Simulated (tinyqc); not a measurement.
Double-gate transistor, scale length and short-channel effects: one step of the calculation.

A body of thickness ts between two insulators of thickness ti and two tied gates. Below threshold the potential that source and drain add obeys Laplace's equation and vanishes on the gate. Its lowest mode decays along the channel as exp(-k y); k is the smallest positive root of the matching condition at the interface, and the scale length is Lambda = pi/k.

Question. Threshold shift, barrier position and swing. Along the channel psi(y) = s + a exp(y/l) + b exp(-y/l) with psi(0) = Vbi, psi(L) = Vbi + Vds and l = 1/k = Lambda/pi; with A = Vbi - s, B = A + Vds, x = exp(-L/l): a = (B - A x) x/(1 - x^2), b = (A - B x)/(1 - x^2). The minimum is s + 2 sqrt(a b), at y = (l/2) ln(b/a). The long-channel potential follows the gate as s = sT + (Vg - VTL)/m, and the threshold VT is the gate voltage at which the minimum equals sT. Swing = m Vt ln 10/g at threshold, g = d(minimum)/ds = 1 - (b x + a)/((1 + x) sqrt(a b)).

Parameters, values chosen for the exercise; permittivities: semiconductor close to that of indium arsenide, insulator close to that of zirconium oxide: temperature T = 300 K; channel length L = 56 nm; potential of the source Vbi = 0.88 V; potential of the barrier top at threshold sT = 0.43 V; long-channel threshold VTL = 0.39 V; long-channel body factor m = 1; drain voltage Vds = 0.6 V.

Constants: q = 1.602176634e-19 C, kB = 1.380649e-23 J/K, Vt = kB T/q. Results are converted to the units shown.

l = 9.9666901 nm

Give: s at threshold; a; b; position of the minimum; VT; swing.

Answer.

s at threshold = 0.33530 V
a = 0.0041473 V
b = 0.54055 V
position of the minimum = 24.269 nm
VT = 0.29530 V
swing = 68.308 mV/decade

The threshold lies 94.7 mV below the long-channel value, and the barrier top sits at 0.43 L from the source.

tinyqc, about 0.01 s, one thread, Intel Xeon 2.30GHz (shared host): `OMP_NUM_THREADS=1 python tinyqc.py 2420086 2420087 out.jsonl`
